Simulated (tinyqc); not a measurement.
Interband optics of a two-band s-p chain from momentum matrix elements: sweeps and comparisons. A value that a table varies takes the place of the one given here.

H(k) = [[Es - 2 ts cos ka, 2i V sin ka], [-2i V sin ka, Ep_ + 2 tp cos ka]] in the basis s, p; the lower band is full, with two electrons a cell. The velocity operator times hbar is W = dH/dk (eV angstrom); intra-atomic dipoles are left out.

With w(k) = |<c|W|v>|^2 and D(k) = Ec - Ev, on the mesh k_j = (j + 1/2)/N (2 pi/a): eps(E) = 1 + (8 pi e2/(a Ar)) mean_j (w/D^2) [1/(D - E - i eta) + 1/(D + E + i eta)], e2 = e^2/(4 pi eps0); light polarised along the chains, no local fields.

Constants: e^2/(4 pi eps0) = 14.39964547 eV angstrom; hbar^2/2m0 = 3.80998211 eV angstrom^2.

Parameters, chosen for this exercise: a = 2.91 angstrom (period); Es = 2.44 eV (upper orbital (s)); Ep_ = -2.05 eV (lower orbital (p)); ts = 0.47 eV (s-s hopping); tp = 0.23 eV (p-p hopping); V = 0.81 eV (s-p hopping); Ar = 11.6 angstrom^2 (cross-section per chain); eta = 0.3 eV (Lorentzian half width); E = 2.71 eV (photon energy).

## Joint density of states against eps2

Mesh of 2000 points. J(E) = mean of (eta/pi)/((E - D)^2 + eta^2). The fourth column is J times the constant (8 pi^2 e2/(a Ar)) mean(w/D^2). R = |(sqrt(eps) - 1)/(sqrt(eps) + 1)|^2.

Spectrum:

| E (eV) | J (1/eV) | eps2 | eps2 with constant element | eps1 | R |
|---|---|---|---|---|---|
| 2.49 | 0.036 | 1.564 | 0.625 | 6.241 | 0.192 |
| 2.86 | 0.086 | 4.458 | 1.480 | 7.520 | 0.262 |
| 3.23 | 0.173 | 8.707 | 2.985 | 2.775 | 0.350 |
| 3.59 | 0.166 | 5.507 | 2.866 | -0.936 | 0.367 |
| 3.96 | 0.158 | 2.982 | 2.721 | -0.994 | 0.333 |
| 4.33 | 0.162 | 1.698 | 2.788 | -0.272 | 0.230 |
| 4.70 | 0.178 | 1.144 | 3.076 | 0.633 | 0.079 |
| 5.07 | 0.216 | 1.191 | 3.729 | 1.673 | 0.056 |
| 5.44 | 0.308 | 2.294 | 5.309 | 2.868 | 0.127 |
| 5.80 | 0.514 | 5.955 | 8.861 | 2.007 | 0.283 |
| 6.17 | 0.295 | 3.808 | 5.083 | -2.954 | 0.502 |
| 6.54 | 0.103 | 1.291 | 1.782 | -2.128 | 0.608 |

What does this show?

Transitions span 3.090 to 5.940 eV. Among the energies listed J peaks at 5.80 eV and eps2 at 3.23 eV. The ratio of eps2 to the constant-element value is 2.92 at 3.23 eV and 0.67 at 5.80 eV: w/D^2 is 2.328 angstrom^2 at the zone centre and 0.641 at the edge.

## Mesh against broadening

eps2 at E for three widths, and eps(0) at eta = 0; the last row is the mesh of 2000 points.

Convergence:

| N | eta = 0.03 eV | eta = 0.1 eV | eta = 0.3 eV | eps(0) |
|---|---|---|---|---|
| 4 | 0.021 | 0.070 | 0.204 | 2.2606 |
| 8 | 0.191 | 0.627 | 1.635 | 3.5787 |
| 16 | 0.378 | 1.214 | 2.752 | 3.7796 |
| 32 | 0.400 | 1.277 | 2.808 | 3.7809 |
| 64 | 0.400 | 1.277 | 2.808 | 3.7809 |
| 128 | 0.400 | 1.277 | 2.808 | 3.7809 |
| 2000 | 0.400 | 1.277 | 2.808 | 3.7809 |

What does this show, and why?

The first N from which eps2 stays within 2 % of the last row is 32 for eta = 0.03, 32 for 0.1 and 16 for 0.3 eV; for eps(0) and 0.1 % it is 16. E lies outside the range of transitions, so eps2 is only the tail of the broadening and grows with eta.

## Static constant against the gap

Es takes the values listed; mesh of 400 points; the Penn-type estimate is 1 + 8 pi c e2 n_eff/(a Ar Dm^2) with Dm the f-weighted mean of D, f = w/(c D), n_eff = 2 mean(f), c = hbar^2/2m0.

Results:

| Es (eV) | smallest D (eV) | Dm (eV) | n_eff | eps(0) | estimate |
|---|---|---|---|---|---|
| 2.14 | 2.790 | 4.343 | 1.210 | 4.480 | 3.621 |
| 2.44 | 3.090 | 4.637 | 1.147 | 3.781 | 3.179 |
| 2.94 | 3.590 | 5.127 | 1.054 | 2.988 | 2.637 |
| 3.44 | 4.090 | 5.619 | 0.974 | 2.476 | 2.260 |
| 4.44 | 5.090 | 6.603 | 0.843 | 1.882 | 1.789 |
| 5.44 | 6.090 | 7.591 | 0.741 | 1.571 | 1.525 |
| 7.44 | 8.090 | 9.572 | 0.596 | 1.279 | 1.266 |

What can be read from the table?

eps(0) - 1 falls from 3.480 to 0.279, as Dm^-3.19; a fixed n_eff would give the power -2, and n_eff goes from 1.210 to 0.596. The single-gap estimate is low by 24.7 % of eps(0) - 1 in the first row and 4.9 % in the last, since 1/D^2 favours the smallest separations. n_eff need not equal the 2 electrons of the cell: a two-orbital basis with chosen hoppings does not obey the free-electron sum rule.

## What moves the optical response

Mesh of 400 points; n_eff = 2 mean(w/(c D)), c = hbar^2/2m0. Each row changes one parameter from the base and keeps the others.

Results:

| case | smallest D (eV) | largest D (eV) | n_eff | eps(0) |
|---|---|---|---|---|
| base | 3.090 | 5.940 | 1.147 | 3.781 |
| a = 3.056 angstrom | 3.090 | 5.940 | 1.265 | 3.920 |
| Es = 2.74 eV | 3.390 | 6.222 | 1.090 | 3.262 |
| ts = 0.564 eV | 2.902 | 6.085 | 1.160 | 4.050 |
| V = 0.891 eV | 3.090 | 6.045 | 1.348 | 4.224 |
| Ar = 12.76 angstrom^2 | 3.090 | 5.940 | 1.147 | 3.528 |

What can be read from the table?

The largest shifts from the base row, up to three for each result and ties (the steps differ in size, so this ranks the rows, not the parameters). smallest D (eV): Es +0.300, ts -0.188; unchanged at the printed digits by a, V and Ar. largest D (eV): Es +0.281, ts +0.145, V +0.105; unchanged at the printed digits by a and Ar. n_eff: V +0.201, a +0.118, Es -0.058; unchanged at the printed digits by Ar. eps(0): Es -0.519, V +0.443, ts +0.270.

(tinyqc, `OMP_NUM_THREADS=1 python tinyqc.py 1652394 1652395 out.jsonl`, Intel(R) Xeon(R) Processor @ 2.30GHz, 1 thread, shared host, about 0.01 s.)
